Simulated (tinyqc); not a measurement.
Crystal pulling from the melt: segregation, interface stability, heat balance and point-defect regime: one step, computed by the program tinyqc. Command: `OMP_NUM_THREADS=1 python tinyqc.py 3012174 3012175 out.jsonl pull walk`. One thread of a shared host (Intel(R) Xeon(R) Processor @ 2.30GHz), about 0.01 s of CPU time with the checks.

A dilute solute; steady pulling with a flat interface unless it is found unstable.

Question. Boundary layer and effective coefficient. delta = 1.61 D^(1/3) nu^(1/6) omega^(-1/2), omega = 2 pi rpm/60; k_eff = k0/[k0 + (1 - k0) exp(-V delta/D)] (Burton, Prim and Slichter); the melt at the interface is enriched by k_eff/k0.

Inputs (values chosen for the exercise, modelled on boron in silicon):
```
quantity                      value    unit
equilibrium coefficient k0     0.82       -
diffusivity in the melt D   0.00014  cm^2/s
kinematic viscosity nu       0.0039  cm^2/s
crystal rotation                 12     rpm
pull rate V                    0.64  mm/min
```

Give: boundary layer delta; V delta/D; k_eff; enrichment at the interface.

Answer.

boundary layer delta = 295.9 micrometre

V delta/D = 0.2254

k_eff = 0.8509

enrichment at the interface = 1.038

k_eff has moved 17.2 % of the way from k0 to 1. A 10 % ripple of V gives striations of 0.34 % in C_s, since d ln k_eff/d ln V = (1 - k_eff) V delta/D.
